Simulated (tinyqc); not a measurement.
What each parameter does: valley splitting of a silicon quantum well in envelope theory.

The well lies at 0 < z < L; U(z) = V0 [1/(1 + exp(z/w)) + 1/(1 + exp((L - z)/w))] - e F z, 1 mV/nm = 1e-4 eV/angstrom. The envelope psi solves -(c/ml) psi'' + U psi = E psi, c = hbar^2/2m0, by three-point differences on a grid of 0.1 angstrom from -40 to L + 40 angstrom. The two valleys at +/- k0 couple through D = C0 times the integral of exp(-i q z) U(z) psi^2, q = 2 k0 (2 pi/a), and split by Ev = 2|D|.

Random alloy: with Y(z) = Yw + (Yb - Yw) B(z), B the bracket in U, and in-plane density exp(-r^2/ad^2)/(pi ad^2), D gains a random complex part of variance sigma^2 = (C0^2/pi)(a^2 V0/(8 ad (Yb - Yw)))^2 (4/a) times the integral of psi^4 Y (1 - Y). Alone it gives a mean splitting sqrt(pi) sigma; together with the smooth part the rms splitting is 2 sqrt(|D|^2 + sigma^2).

Constants: hbar^2/2m0 = 3.80998211 eV angstrom^2.

Inputs chosen for the exercise (near those of a strained Si well in SiGe; not measured data): L = 64 angstrom (well width); V0 = 0.16 eV (conduction offset); ml = 0.901 m0 (mass along z); w = 1 angstrom (interface width parameter); F = 4.3 mV/nm (field pressing towards the upper interface); k0 = 0.844 2 pi/a (valley position); a = 5.431 angstrom (lattice constant); C0 = 0.281 (Bloch overlap factor); Yb = 0.24 (Ge share of the barrier); Yw = 0.05 (Ge share of the well); ad = 120 angstrom (dot radius).

Orbital spacing, psi^2 at z = L, the smooth splitting and sigma; V0 is held fixed when Yw changes.

Results for these values:

| case | E2 - E1 (meV) | psi^2(L) (1e-3/angstrom) | 2\|D\| (micro-eV) | sigma (micro-eV) |
|---|---|---|---|---|
| base | 24.69 | 2.777 | 4.40 | 113.4 |

What happens to each result for C0 = 0.337, all else kept?

Answer: E2 - E1 does not change at the printed digits; psi^2(L) does not change at the printed digits; 2|D| rises from 4.40 to 5.27; sigma rises from 113.4 to 136.0.

The same for each parameter in turn:

| case | E2 - E1 (meV) | psi^2(L) (1e-3/angstrom) | 2\|D\| (micro-eV) | sigma (micro-eV) |
|---|---|---|---|---|
| base | 24.69 | 2.777 | 4.40 | 113.4 |
| ad = 160 angstrom | 24.69 | 2.777 | 4.40 | 85.1 |
| Yw = 0.08 | 24.69 | 2.777 | 4.40 | 167.5 |
| L = 70 angstrom | 21.98 | 2.613 | 3.89 | 110.9 |
| V0 = 0.2 eV | 25.45 | 2.191 | 4.52 | 142.6 |
| w = 0.7 angstrom | 24.46 | 2.906 | 18.29 | 113.2 |
| F = 6.45 mV/nm | 26.60 | 3.830 | 5.64 | 117.2 |
| k0 = 0.824 2 pi/a | 24.69 | 2.777 | 3.96 | 113.4 |
| C0 = 0.337 | 24.69 | 2.777 | 5.27 | 136.0 |

Program tinyqc; command `OMP_NUM_THREADS=1 python tinyqc.py 1281499 1281500 out.jsonl`; about 0.2 s on one thread of a shared Intel(R) Xeon(R) Processor @ 2.30GHz.
